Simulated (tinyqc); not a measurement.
What moves the results: band edges of strained Si(1-x)Ge(x) on relaxed Si(1-y)Ge(y). A value that a table varies takes the place of the one given here.

Values are linear in the Ge fraction but for ED(x) = linear - CD x (1 - x) and a(x) = linear - Ca x (1 - x). Energies are on the common scale of Ev.

Coherent growth on a (001) face: e_par = (a(y) - a(x))/a(x), e_perp = -2 (C12/C11) e_par; exx = eyy = e_par, ezz = e_perp, no shear.

A valley with unit axis u lies at Ev + gap + (av + a_valley) tr(e) + Xu (u.e.u - tr(e)/3); the Delta axes are x, y, z and the L axes [111], [1-1-1], [-11-1], [-1-11]. The second-order shift of the Delta valleys under shear is left out; it lowers the pair normal to the sheared plane by tens of meV at a shear of 1 %.

Valence edges: Ev plus the levels of the 6 x 6 matrix of X, Y, Z times spin with -Dso/3 + l exx + m (eyy + ezz) on the diagonal (cyclic), n exy off it, l = av + 2 b, m = av - b, n = sqrt(3) d. Spin-orbit term (Dso/3) L.sigma on X, Y, Z with (L_k)_ij = -i epsilon_kij: <X+|H|Y+> = -i Dso/3, <X+|H|Z-> = Dso/3, <Y+|H|Z-> = -i Dso/3, <Z+|H|X-> = -Dso/3, <Z+|H|Y-> = i Dso/3, <X-|H|Y-> = i Dso/3, and their conjugates; + and - are the spin along z.

Coherent growth: e_par = (a(y) - a(x))/a(x). (001): e_perp = -2 (C12/C11) e_par; exx = eyy = e_par, ezz = e_perp, no shear. (111): e_perp = -(2 C11 + 4 C12 - 4 C44)/(C11 + 2 C12 + 4 C44) e_par; exx = eyy = ezz = (2 e_par + e_perp)/3 and exy = eyz = ezx = (e_perp - e_par)/3. (110): e_perp = -(C11 + 3 C12 - 2 C44)/(C11 + C12 + 2 C44) e_par; exx = eyy = (e_par + e_perp)/2, ezz = e_par, exy = (e_perp - e_par)/2, eyz = ezx = 0.

Values chosen for the exercise (end members near Si and Ge, in this order; shifted at random, so the results belong to these values and not to a real crystal): a = (5.425, 5.659) angstrom (lattice constant); Dso = (0.044, 0.291) eV (spin-orbit splitting); av = (2.44, 1.24) eV (valence hydrostatic potential); b = (-2.08, -2.56) eV (tetragonal shear potential); d = (-4.83, -5.27) eV (trigonal shear potential); C11 = (165.6, 130.3) GPa; C12 = (63.1, 48.9) GPa; C44 = (79.4, 66.8) GPa; Ev = (0, 0.66) eV (top of the unstrained valence band); ED = (1.151, 0.914) eV (gap to the Delta valleys); EL = (2.023, 0.731) eV (gap to the L valleys); aD = (1.67, 1.33) eV (hydrostatic potential of the Delta gap); aL = (-3.31, -2.81) eV (hydrostatic potential of the L gap); XuD = (9.33, 9.76) eV (uniaxial potential, Delta); XuL = (16.44, 15.38) eV (uniaxial potential, L); CD = 0.235 eV (bowing of the Delta gap); Ca = 0 angstrom (bowing of the lattice constant); face = 001 (growth face); y = 0 (Ge fraction of the relaxed buffer); x = 0.52 (Ge fraction of the layer).

## Composition of the layer

The buffer is kept. dEc = Ec(buffer) - Ec(layer), dEv = Ev(layer) - Ev(buffer); buffer edges Ev(y) and Ev(y) + min(ED, EL). The digit behind Delta or L counts whole valleys.

Results:

| x | e_par (%) | lowest valleys | gap (eV) | next valleys above (meV) | valence splitting (meV) | dEc (eV) | dEv (eV) |
|---|---|---|---|---|---|---|---|
| 0.08 | -0.34 | Delta4 | 1.076 | 57 | 20 | 0.019 | 0.056 |
| 0.16 | -0.69 | Delta4 | 1.004 | 113 | 34 | 0.035 | 0.113 |
| 0.24 | -1.02 | Delta4 | 0.935 | 170 | 47 | 0.046 | 0.171 |
| 0.31 | -1.32 | Delta4 | 0.877 | 220 | 57 | 0.052 | 0.222 |
| 0.39 | -1.65 | Delta4 | 0.813 | 276 | 69 | 0.055 | 0.283 |
| 0.47 | -1.99 | Delta4 | 0.752 | 333 | 80 | 0.054 | 0.344 |
| 0.55 | -2.32 | Delta4 | 0.695 | 389 | 92 | 0.049 | 0.407 |

The gap is 1.076 eV in the first row and 0.695 eV in the last. The lowest valleys are Delta4 throughout. Per 0.1 of x the valence offset moves by +75 meV on average; the conduction offset lies between +19 and +55 meV, not monotonically. Both carriers sit on one side in every row. Offsets below about 30 meV are within the spread of parameter sets, so those rows do not settle the type. Strains above 2 % can be kept only in layers of a few nanometres.

## Composition of the buffer

The layer is kept. dEc = Ec(buffer) - Ec(layer), dEv = Ev(layer) - Ev(buffer); buffer edges Ev(y) and Ev(y) + min(ED, EL). The digit behind Delta or L counts whole valleys.

Results:

| y | e_par (%) | lowest valleys | gap (eV) | next valleys above (meV) | valence splitting (meV) | dEc (eV) | dEv (eV) |
|---|---|---|---|---|---|---|---|
| 0.00 | -2.19 | Delta4 | 0.716 | 368 | 87 | 0.052 | 0.383 |
| 0.14 | -1.60 | Delta4 | 0.784 | 269 | 78 | 0.025 | 0.280 |
| 0.29 | -0.97 | Delta4 | 0.857 | 163 | 59 | 0.007 | 0.170 |
| 0.43 | -0.38 | Delta4 | 0.925 | 64 | 28 | 0.000 | 0.066 |
| 0.57 | 0.21 | Delta2 | 0.940 | 35 | 18 | 0.037 | -0.019 |
| 0.71 | 0.80 | Delta2 | 0.851 | 135 | 76 | 0.147 | -0.064 |
| 0.86 | 1.43 | Delta2 | 0.750 | 241 | 144 | 0.269 | -0.107 |
| 1.00 | 2.02 | Delta2 | 0.652 | 340 | 211 | 0.222 | -0.143 |

The gap is 0.716 eV in the first row and 0.652 eV in the last, with its largest listed value, 0.940 eV, at y = 0.57: it peaks near the match y = x, since strain of either sign narrows it. The lowest valleys change: Delta4 to Delta2 between y = 0.43 and 0.57. Per 0.1 of y the valence offset moves by -53 meV on average; the conduction offset lies between -0 and +269 meV, not monotonically. Both carriers sit on one side for y = 0.00, 0.14 and 0.29, and on opposite sides elsewhere. Offsets below about 30 meV are within the spread of parameter sets, so those rows do not settle the type. Strains above 2 % can be kept only in layers of a few nanometres.

## The same layer on three faces

dEc = Ec(buffer) - Ec(layer), dEv = Ev(layer) - Ev(buffer); buffer edges Ev(y) and Ev(y) + min(ED, EL). The digit behind Delta or L counts whole valleys.

Results:

| face | e_par (%) | lowest valleys | gap (eV) | next valleys above (meV) | valence splitting (meV) | dEc (eV) | dEv (eV) | Delta spread (meV) | L spread (meV) |
|---|---|---|---|---|---|---|---|---|---|
| (001) | -2.19 | Delta4 | 0.716 | 368 | 87 | 0.052 | 0.383 | 368 | 0 |
| (111) | -2.19 | Delta6 | 0.827 | 431 | 88 | -0.046 | 0.370 | 0 | 437 |
| (110) | -2.19 | Delta2 | 0.723 | 155 | 92 | 0.052 | 0.375 | 155 | 345 |

On (001) only the Delta valleys split (368 meV), on (111) only the L valleys (437 meV), on (110) both (155 and 345 meV). The lowest valleys are Delta4 on (001), Delta6 on (111) and Delta2 on (110); the smallest gap is 0.716 eV on (001) and the largest 0.827 eV on (111).

## What each parameter does

dEc = Ec(buffer) - Ec(layer), dEv = Ev(layer) - Ev(buffer); buffer edges Ev(y) and Ev(y) + min(ED, EL). Each row changes one parameter from the base and keeps the others.

Results:

| case | gap (eV) | valence splitting (meV) | dEc (eV) | dEv (eV) |
|---|---|---|---|---|
| base | 0.7159 | 87.4 | 0.0517 | 0.3835 |
| x = 0.55 | 0.6945 | 91.7 | 0.0493 | 0.4071 |
| y = 0.03 | 0.7305 | 85.7 | 0.0452 | 0.3613 |
| CD = 0.285 eV | 0.7034 | 87.4 | 0.0642 | 0.3835 |
| aL = (-3.806, -3.231) eV | 0.7159 | 87.4 | 0.0517 | 0.3835 |
| aD = (1.92, 1.529) eV | 0.7098 | 87.4 | 0.0578 | 0.3835 |
| av = (2.806, 1.426) eV | 0.7159 | 87.4 | 0.0591 | 0.3760 |
| b = (-2.392, -2.944) eV | 0.7024 | 91.0 | 0.0517 | 0.3969 |
| XuD = (10.73, 11.224) eV | 0.6975 | 87.4 | 0.0701 | 0.3835 |

The largest shifts from the base row, up to three for each result and ties (the steps differ in size, so this ranks the rows, not the parameters). gap (eV): x -0.0213, XuD -0.0184, y +0.0146; unchanged at the printed digits by aL and av. valence splitting (meV): x +4.3, b +3.7, y -1.7; unchanged at the printed digits by CD, aL, aD, av and XuD. dEc (eV): XuD +0.0184, CD +0.0125, av +0.0074; unchanged at the printed digits by aL and b. dEv (eV): x +0.0237, y -0.0221, b +0.0135; unchanged at the printed digits by CD, aL, aD and XuD. The lowest valleys of the layer are Delta4, so among the conduction-band potentials only those of that family reach the gap and dEc; the buffer is unstrained. A shift large enough to swap the lowest family would change that.

Computed by tinyqc, a small Python program: `OMP_NUM_THREADS=1 python tinyqc.py 1081567 1081568 out.jsonl` (the numbers bound the seed that draws the inputs); one thread of a shared host (Intel(R) Xeon(R) Processor @ 2.30GHz), about 0.02 s for the whole set of steps.
